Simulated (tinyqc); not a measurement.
## Thickness and doping from the maximum and minimum capacitance

Question. A MOS capacitor has Cmax = Cox = eps0 eox/tox and 1/Cmin = 1/Cox + Wm/(eps0 eps_r), with Wm = sqrt(4 eps0 eps_r Vt ln(N/ni)/(q N)) and N well above ni. Find tox, Wm and N.

Inputs (values chosen for the exercise); band and dielectric values close to those of silicon: temperature T = 325 K; relative permittivity eps_r = 11.7; relative permittivity of the gate insulator (close to silicon dioxide) eox = 3.9.

Constants: q = 1.602176634e-19 C, kB = 1.380649e-23 J/K, Vt = kB T/q, eps0 = 8.8541878128e-14 F/cm where lengths are in cm. Results are converted to the units shown.

Cmax = 0.57552221 uF/cm^2
Cmin = 0.018458744 uF/cm^2
ni = 4.5116619e10 cm^-3

Answer. Cmax gives tox and the series difference Wm. N follows by iterating N = 4 eps0 eps_r Vt ln(N/ni)/(q Wm^2); ln(N/ni)/N falls steadily for N > e ni, so there is one root in that range.

tox = 6.00 nm
Wm = 543 nm
N = 2.70e15 cm^-3

tinyqc, about 0.01 s, one thread, Intel Xeon 2.30GHz (shared host): `OMP_NUM_THREADS=1 python tinyqc.py 2060055 2060056 out.jsonl`
